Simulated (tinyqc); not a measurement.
Depletion-mode phase shifter in a rib waveguide and its Mach-Zehnder modulator: effect of the junction offset towards the n side.

A lateral p-n junction at x0 in a waveguide whose mode intensity is a Gaussian of rms width s about x = 0; p side at smaller x. Reverse bias removes carriers and raises the index. Abrupt junction, doping uniform over the whole mode, lumped electrode (no travelling-wave effects).

Free-carrier changes (empirical, N and P in cm^-3): |dn| = 8.5e-18 P^0.8 for holes, 8.8e-22 N for electrons; absorption 6e-18 P and 8.5e-18 N in 1/cm. W = sqrt(2 eps0 eps_r (Vb + V)(1/Na + 1/Nd)/q); edges xp = x0 - W Nd/(Na + Nd), xn = x0 + W Na/(Na + Nd); F(x) = [1 + erf(x/(sqrt(2) s))]/2. dneff = G {dn_h [F(xp(0)) - F(xp(V))] + dn_e [F(xn(V)) - F(xn(0))]}; VpiL = lam V/(2 dneff); loss = a0 + 4.343 G {a_h F(xp) + a_e [1 - F(xn)]} dB/cm at V; C = eps0 eps_r hr/W + Cf; fRC = 1/(2 pi Rs C).

Values chosen for this exercise; values close to those of silicon near 1550 nm: wavelength lam = 1565 nm; relative permittivity of the semiconductor eps_r = 11.7; acceptor density Na = 4e17 cm^-3; donor density Nd = 2.7e17 cm^-3; built-in voltage Vb = 0.95 V; rms width of the lateral mode intensity s = 130 nm; vertical confinement times ng/n G = 0.97; rib height hr = 220 nm; fringe capacitance Cf = 41 pF/m; series resistance Rs = 6.9 ohm mm; reverse bias V = 1.5 V; passive loss a0 = 1.5 dB/cm.

Constants: q = 1.602176634e-19 C, eps0 = 8.8541878128e-14 F/cm where lengths are in cm. Results are converted to the units shown.

The same in every row: C (pF/m) = 203.6; fRC (GHz) = 113.3.

Result of one run:

| x0 (nm) | dneff | VpiL (V cm) | loss (dB/cm) | VpiL x loss (V dB) |
|---|---|---|---|---|
| -15 | 7.881e-5 | 1.489 | 7.331 | 10.92 |

What becomes of these results when the junction offset towards the n side x0 is changed from -15 to -150 nm, all else the same?

Result of the changed run:

| x0 (nm) | dneff | VpiL (V cm) | loss (dB/cm) | VpiL x loss (V dB) |
|---|---|---|---|---|
| -150 | 3.923e-5 | 2.992 | 8.786 | 26.29 |

The whole series:

| x0 (nm) | dneff | VpiL (V cm) | loss (dB/cm) | VpiL x loss (V dB) |
|---|---|---|---|---|
| -150 | 3.923e-5 | 2.992 | 8.786 | 26.29 |
| -105 | 5.461e-5 | 2.149 | 8.046 | 17.29 |
| -60 | 6.895e-5 | 1.702 | 7.506 | 12.78 |
| -15 | 7.881e-5 | 1.489 | 7.331 | 10.92 |
| 30 | 8.134e-5 | 1.443 | 7.584 | 10.94 |
| 75 | 7.562e-5 | 1.552 | 8.201 | 12.73 |
| 120 | 6.315e-5 | 1.859 | 9.016 | 16.76 |
| 165 | 4.727e-5 | 2.483 | 9.838 | 24.43 |

As x0 goes from -150 to 165 nm, VpiL goes from 2.99 through a minimum of 1.44 (at x0 = 30 nm among the rows listed) to 2.48 V cm, the loss goes from 8.79 through a minimum of 7.33 (at x0 = -15 nm among the rows listed) to 9.84 dB/cm, their product goes from 26.3 through a minimum of 10.9 (at x0 = -15 nm among the rows listed) to 24.4 V dB and fRC stays at 113 GHz. In the row of smallest VpiL the p-side edge moves from -5.18 to -26.5 nm and the n-side edge from 82.1 to 114 nm, against s = 130 nm.

Numbers from tinyqc (`OMP_NUM_THREADS=1 python tinyqc.py 2650046 2650047 out.jsonl`; about 0.01 s on one thread of a shared Intel Xeon 2.30GHz).
